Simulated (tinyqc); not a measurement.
n-type polysilicon, carrier trapping at grain boundaries: one step of the calculation.

One-dimensional grains of size Lg, uniform ionised doping N, monovalent traps Qt at each boundary at a depth Et below (for electrons) or above (for holes) the band edge there, abrupt depletion of width W on each side of a boundary, Boltzmann statistics. xi is the distance from the band edge at the grain centre to the Fermi level. Trapped charge Qt/(1 + exp((xi + VB - Et)/Vt)) = 2 N W, barrier VB = q N W^2/(2 eps0 eps_r).

Task. Resistivity and effective mobility. n0 = NB exp(-xi/Vt); mean density n0 (1 - 2 W/Lg) by charge balance in a partly depleted grain, and n0 (sqrt(pi)/2) erf(u)/u with u = sqrt(VB/Vt) in a fully depleted one; v = sqrt(kB T/(2 pi ms m0)); barrier resistivity Vt exp(VB/Vt)/(q fe n0 v Lg); grain resistivity (1 - 2 W/Lg)/(q n0 mug); effective mobility 1/(q mean density total resistivity).

Inputs (values chosen for the exercise); values of the order met in polycrystalline silicon:
```
symbol,value,unit,meaning
T,300,K,temperature
NB,2.8e19,cm^-3,conduction-band density of states at T
Lg,89,nm,grain size
ms,0.39,m0,mass for thermionic emission
fe,1,,correction factor of the emission rate
mug,180,cm^2/(V s),mobility inside the grains
```

Constants: q = 1.602176634e-19 C, kB = 1.380649e-23 J/K, m0 = 9.1093837015e-31 kg, Vt = kB T/q. Results are converted to the units shown.

W = 13.822734 nm
xi = 0.11328415 V
VB = 0.051713244 V

Wanted: n0; mean density; v; barrier resistivity; grain resistivity; resistivity; effective mobility.

Result.

n0 = 3.500e17 cm^-3
mean density = 2.413e17 cm^-3
v = 4.308e6 cm/s
barrier resistivity = 0.08889 ohm cm
grain resistivity = 0.06830 ohm cm
resistivity = 0.1572 ohm cm
effective mobility = 164.6 cm^2/(V s)

The resistivity is 1.59 times that of a single crystal with the same N and mobility mug, and the mean density is 68.9 % of N.

Computed by the program tinyqc: `OMP_NUM_THREADS=1 python tinyqc.py 2830057 2830058 out.jsonl`, one thread of a shared Intel Xeon 2.30GHz, about 0.01 s for the whole run.
